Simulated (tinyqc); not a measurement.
Free and nearly free electrons in a metal, step by step. Values are carried at full precision from step to step, so a last printed digit may differ when a step is redone from the rounded ones.

The cubic cell holds 2 atoms: n = 2 z/a^3, kF = (3 pi^2 n)^(1/3), EF = c kF^2/m, vF = 2 c kF/(m hbar), c = hbar^2/2m0; rs = (3/(4 pi n))^(1/3)/a0; D(EF) = 3 n/(2 EF).

Constants: hbar^2/2m0 = 3.80998211 eV angstrom^2; hbar = 6.58211957e-16 eV s; a0 (Bohr radius) = 0.5291772105 angstrom; kB = 8.617333262e-05 eV/K.

Inputs chosen for the exercise (near those of Li; shifted at random, so the results belong to these values and not to a real crystal):
```
symbol  value  unit          meaning
a       3.471  angstrom      bcc lattice constant
z       1                    free electrons an atom
m       1.01   m0            mass
rho     10.58  micro-ohm cm  bulk resistivity
T       320    K
V       1.66   eV            |V_G| for G = (110)
x       0.82                 k along G as a share of |G|/2
```

## The Fermi sphere

Evaluate the free-electron quantities.

n = 0.04783 1/angstrom^3
kF = 1.1230 1/angstrom
EF = 4.757 eV
vF = 1.287e+06 m/s
rs = 3.230
D(EF) per atom = 0.3153 1/eV

## Relaxation time and mean free path

Drude: 1/rho = n e^2 tau/(m m0) with e = 1.602176634e-19 C and m0 = 9.1093837e-31 kg; mean free path l = vF tau; rho l = hbar kF/(n e^2) = 12 pi^3 hbar/(e^2 S) with S = 4 pi kF^2 does not depend on tau or m.

Use SI units: n in 1/m^3 (1e30 per 1/angstrom^3), rho in ohm m (1e-8 per micro-ohm cm).

tau = 7.08 fs
l = 9.12 nm
rho l = 9.646 1e-16 ohm m^2

Wires lose conductivity to surfaces and grain boundaries, with an excess that scales as rho l over the width and is of the order of rho itself at a width of l = 9 nm.

## Thermal quantities

gamma = (pi^2/3) kB^2 D(EF) per atom, times 96485.33 x 1e3 for mJ/(mol K^2); mu(T) = EF (1 - (pi kB T/EF)^2/12); Wiedemann-Franz kappa = L0 T/rho with L0 = (pi^2/3) (kB/e)^2, kB/e in V/K.

gamma = 0.743 mJ/(mol K^2)
mu - EF = -0.1315 meV
kappa = 74 W/(m K)

## The sphere against the zone faces

Take G = (hkl) 2 pi/a for (110), (200) and (211), with the number of equivalent faces. The Bragg plane of G lies at |G|/2 with |G| = (2 pi/a) sqrt(h^2 + k^2 + l^2). Where kF exceeds it, the sphere cuts the plane in a circle of radius sqrt(kF^2 - G^2/4).

Distance and circle for each G:
```
G,faces,|G|/2 (1/angstrom),kF/(|G|/2),circle radius
(110),12,1.2800,0.8773,-
(200),6,1.8102,0.6204,-
(211),24,2.2170,0.5065,-
```

The sphere stays inside the first zone; it reaches 0.877 of the way to the nearest faces.

## Two plane waves near the face

Two plane waves k and k - G, G = (110) (2 pi/a): H = [[c k^2/m, V], [V, c (k - G)^2/m]] with c = hbar^2/2m0.

Build H for k along G, diagonalise, and give the weight of the first wave in the lower state and its velocity along G relative to a free electron, (w k + (1 - w)(k - G))/k.

H (eV):
```
,1,2
1,4.1558,1.6600
2,1.6600,8.6057
```

levels (eV): 3.6047  9.1567

w = 0.9008
v/v_free = 0.7579

The splitting is 5.552 eV here and 2V = 3.32 eV on the face, where the normal velocity vanishes. There the lower band lies at 4.520 eV, below the free EF of 4.757 eV, so by this test the Fermi surface touches the face (V is large against EF, which it lowers, so the test is rough).

## Checks

- Lower level against the closed form of the 2 x 2 problem (eV): both 3.6047.
- The product rho l against hbar kF/(n e^2) (1e-16 ohm m^2): both 9.646.

Computed by tinyqc, a small Python program: `OMP_NUM_THREADS=1 python tinyqc.py 1681027 1681028 out.jsonl` (the numbers bound the seed that draws the inputs); one thread of a shared host (Intel(R) Xeon(R) Processor @ 2.30GHz), about 0.01 s for the whole set of steps.
